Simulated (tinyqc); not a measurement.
Metal gate on a two-layer dielectric stack with fixed charge and a dipole: one step of the calculation.

Gate, layer 2, layer 1, p-type semiconductor; x runs from the gate inwards. Charges are counted in units of +q. psi is the band bending at the surface, positive towards inversion. Classical charge, Boltzmann statistics, no interface traps.

Problem. Fields and voltage drops. EOT = 3.9 (t1/e1 + t2/e2), Cox = eps0/(t1/e1 + t2/e2); phi_ms = pM - (chi + Eg - Vt ln(Nv/Na)).

Gauss: D = -Qs just inside the semiconductor; going towards the gate subtract q Q1, then q r1 t1, q Q2 and q r2 t2. Field = D/(eps0 e); the drop over a layer is its mean field times its thickness; Vg = phi_ms + Vd + psi + both drops.

Inputs (values chosen for the exercise); band and dielectric values close to those of silicon, layer 1 close to silicon dioxide, layer 2 close to zirconium oxide:
- T = 300 K (temperature)
- Eg = 1.14 eV (band gap)
- eps_r = 11.9 (relative permittivity)
- Nv = 2.64e19 cm^-3 (valence-band density of states at T)
- chi = 4.05 eV (electron affinity)
- Na = 1.1e16 cm^-3 (acceptor density)
- pM = 4.9 eV (work function of the gate metal)
- t1 = 1.4 nm (thickness of layer 1, next to the semiconductor)
- e1 = 4.04 (relative permittivity of layer 1)
- t2 = 1.5 nm (thickness of layer 2, next to the gate)
- e2 = 25.2 (relative permittivity of layer 2)
- Q1 = 2.4e11 cm^-2 (fixed charge at the semiconductor interface)
- Q2 = 7e11 cm^-2 (fixed charge between the layers)
- r1 = 1.4e18 cm^-3 (uniform charge density in layer 1)
- r2 = 1.6e18 cm^-3 (uniform charge density in layer 2)
- Vd = 0 V (flat-band shift by a dipole layer between the layers)
- ps = 0.848 V (band bending psi of the working point)

Constants: q = 1.602176634e-19 C, kB = 1.380649e-23 J/K, Vt = kB T/q, eps0 = 8.8541878128e-14 F/cm where lengths are in cm. Results are converted to the units shown.

Qs = -0.10146145 uC/cm^2

Wanted: D; field; drop over layer 2; drop over layer 1; Vg.

Solution.

| place | D (uC/cm^2) | field (MV/cm) |
|---|---|---|
| layer 2, gate side | -0.1190 | -0.0533 |
| layer 2, inner side | -0.0805 | -0.0361 |
| layer 1, outer side | 0.0316 | 0.0884 |
| layer 1, semiconductor side | 0.0630 | 0.1761 |
| semiconductor surface | 0.1015 | 0.0963 |

drop over layer 2 = -0.006707 V
drop over layer 1 = 0.01852 V
Vg = 0.7710 V

The same Vg follows from Vfb + psi - Qs/Cox. The largest field, 0.176 MV/cm in size, is at: layer 1, semiconductor side.

tinyqc, about 0.01 s, one thread, Intel Xeon 2.30GHz (shared host): `OMP_NUM_THREADS=1 python tinyqc.py 2010079 2010080 out.jsonl`
